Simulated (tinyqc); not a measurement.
Worked calculation: CIS and TDHF on RHF in the 3-21g basis, for H3+, spin multiplicity 1. One step of it, computed by the program tinyqc.

Question. CIS matrix, triplets. A(ia,jb) = (e_a - e_i) d_ij d_ab - (ij|ab).

orbital energies (hartree): MO1 -1.073359, MO2 -0.334521, MO3 -0.062007, MO4 0.610365, MO5 0.726753, MO6 1.016792

Two-electron integrals over orbitals (pq|rs), unique and non-zero (hartree):
```
(11|11) 0.606696    (21|11) -0.000046   (21|21) 0.122170    (22|11) 0.475265
(22|21) 0.000046    (22|22) 0.468414    (31|11) 0.066089    (31|21) 0.000005
(31|22) -0.016320   (31|31) 0.073417    (32|11) 0.000013    (32|21) -0.070102
(32|22) -0.000030   (32|31) -0.000019   (32|32) 0.065366    (33|11) 0.429764
(33|21) -0.000038   (33|22) 0.376886    (33|31) 0.032520    (33|32) 0.000026
(33|33) 0.374032    (41|11) -0.117494   (41|21) 0.000043    (41|22) -0.074393
(41|31) -0.016315   (41|32) -0.000011   (41|33) -0.044096   (41|41) 0.071096
(42|11) 0.000067    (42|21) -0.034721   (42|22) 0.000024    (42|31) 3.22e-06
(42|32) 0.013796    (42|33) 0.000025    (42|41) -0.000049   (42|42) 0.033015
(43|11) -0.011908   (43|21) 0.000007    (43|22) -0.001462   (43|31) 0.006852
(43|32) -0.000009   (43|33) 0.000259    (43|41) 0.017052    (43|42) 0.000006
(43|43) 0.033746    (44|11) 0.492737    (44|21) -0.000103   (44|22) 0.404621
(44|31) 0.051356    (44|32) 0.000049    (44|33) 0.379868    (44|41) -0.071115
(44|42) 0.000066    (44|43) 0.006401    (44|44) 0.437728    (51|11) -0.000010
(51|21) -0.067073   (51|22) -0.000058   (51|31) 6.50e-07    (51|32) 0.029214
(51|33) 1.06e-06    (51|41) -0.000015   (51|42) 0.042060    (51|43) 4.57e-06
(51|44) 0.000035    (51|51) 0.061640    (52|11) -0.124986   (52|21) -0.000048
(52|22) -0.107194   (52|31) 0.004766    (52|32) 0.000019    (52|33) -0.048871
(52|41) 0.060149    (52|42) 2.69e-06    (52|43) -0.006838   (52|44) -0.086229
(52|51) 0.000077    (52|52) 0.091999    (53|11) 0.000016    (53|21) 0.004695
(53|22) 0.000009    (53|31) 0.000009    (53|32) 0.010787    (53|33) 0.000017
(53|41) 0.000005    (53|42) -0.015789   (53|43) -3.44e-06   (53|44) 0.000013
(53|51) -0.018465   (53|52) -0.000027   (53|53) 0.021239    (54|11) -0.000024
(54|21) 0.103318    (54|22) 0.000039    (54|31) 0.000016    (54|32) -0.058978
(54|33) -0.000023   (54|41) 0.000038    (54|42) -0.033133   (54|43) 0.000007
(54|44) -0.000080   (54|51) -0.061634   (54|52) -0.000047   (54|53) 0.006224
(54|54) 0.098423    (55|11) 0.469462    (55|21) 0.000165    (55|22) 0.458700
(55|31) -0.015803   (55|32) -0.000097   (55|33) 0.362430    (55|41) -0.086198
(55|42) -0.000019   (55|43) 0.002356    (55|44) 0.406396    (55|51) -0.000148
(55|52) -0.125154   (55|53) 0.000022    (55|54) 0.000157    (55|55) 0.476657
(61|11) -0.050264   (61|21) -0.000021   (61|22) 0.037102    (61|31) -0.063329
(61|32) 0.000026    (61|33) -0.025848   (61|41) 0.021173    (61|42) 0.000016
(61|43) 0.028624    (61|44) -0.026816   (61|51) 0.000008    (61|52) -0.031753
(61|53) -0.000007   (61|54) -0.000029   (61|55) 0.047170    (61|61) 0.101302
(62|11) -0.000033   (62|21) 0.077913    (62|22) 0.000005    (62|31) 0.000024
(62|32) -0.040566   (62|33) -0.000020   (62|41) 0.000037    (62|42) -0.037786
(62|43) -0.000011   (62|44) -0.000068   (62|51) -0.058866   (62|52) -0.000029
(62|53) 0.020018    (62|54) 0.071444    (62|55) 0.000092    (62|61) -0.000050
(62|62) 0.069781    (63|11) -0.132599   (63|21) 0.000029    (63|22) -0.073716
(63|31) -0.034848   (63|32) -4.45e-06   (63|33) -0.059626   (63|41) 0.058633
(63|42) -0.000037   (63|43) 0.011176    (63|44) -0.086956   (63|51) -0.000007
(63|52) 0.049949    (63|53) 2.44e-06    (63|54) 0.000019    (63|55) -0.074784
(63|61) 0.035566    (63|62) 0.000024    (63|63) 0.067130    (64|11) 0.038127
(64|21) 0.000059    (64|22) -0.043636   (64|31) 0.070303    (64|32) -0.000053
(64|33) 0.021138    (64|41) -0.007788   (64|42) -0.000029   (64|43) -0.007006
(64|44) 0.031444    (64|51) -0.000028   (64|52) 0.034450    (64|53) 0.000010
(64|54) 0.000070    (64|55) -0.057317   (64|61) -0.087388   (64|62) 0.000076
(64|63) -0.026726   (64|64) 0.096104    (65|11) 0.000013    (65|21) -0.107727
(65|22) -0.000059   (65|31) -0.000012   (65|32) 0.070535    (65|33) 0.000023
(65|41) -0.000029   (65|42) 0.045655    (65|43) 1.81e-06    (65|44) 0.000079
(65|51) 0.073653    (65|52) 0.000069    (65|53) -0.008567   (65|54) -0.102433
(65|55) -0.000192   (65|61) 0.000033    (65|62) -0.082674   (65|63) -0.000015
(65|64) -0.000072   (65|65) 0.121624    (66|11) 0.594605    (66|21) -0.000116
(66|22) 0.469969    (66|31) 0.068247    (66|32) 0.000058    (66|33) 0.428037
(66|41) -0.137414   (66|42) 0.000100    (66|43) -0.016870   (66|44) 0.493387
(66|51) 0.000033    (66|52) -0.132577   (66|53) 0.000011    (66|54) -0.000092
(66|55) 0.476467    (66|61) -0.059565   (66|62) -0.000087   (66|63) -0.147090
(66|64) 0.045231    (66|65) 0.000090    (66|66) 0.628684
```

Give: CIS matrix A, triplet.

Answer.

CIS matrix A, triplet (hartree), lower triangle:
```
         1>2     1>3      1>4     1>5     1>6
1>2   0.2636
1>3   0.0000  0.5816
1>4  -0.0001  0.0119   1.1910
1>5   0.1250  0.0000   0.0000  1.3307
1>6   0.0000  0.1326  -0.0381  0.0000  1.4955
```
